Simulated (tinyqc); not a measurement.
Density and mobility of a removed layer (differential Hall).

Question. For layers in parallel the sheet conductance g = 1/Rs and the product g mu_H (mu_H signed, unit Hall factors) are additive. Find the sheet density and mobility of the layer that was removed, and its share of the conductance.

Constants: q = 1.602176634e-19 C. Results are converted to the units shown.

Rs before and after removing the top layer (ohm/square): 68.034762  394.03466
apparent mobility before and after, signed (cm^2/(V s)): 68.482014  66

Solution. The differences give g1 = q n mu and g1 mu = q n mu^2; their ratio is mu and g1^2/(q g1 mu) is n.

sheet density = 1.100e15 cm^-2
mobility = 69.00 cm^2/(V s)
share of the conductance = 82.73 %

Program tinyqc, `OMP_NUM_THREADS=1 python tinyqc.py 2850125 2850126 out.jsonl`; Intel Xeon 2.30GHz, shared host, one thread, about 0.01 s.
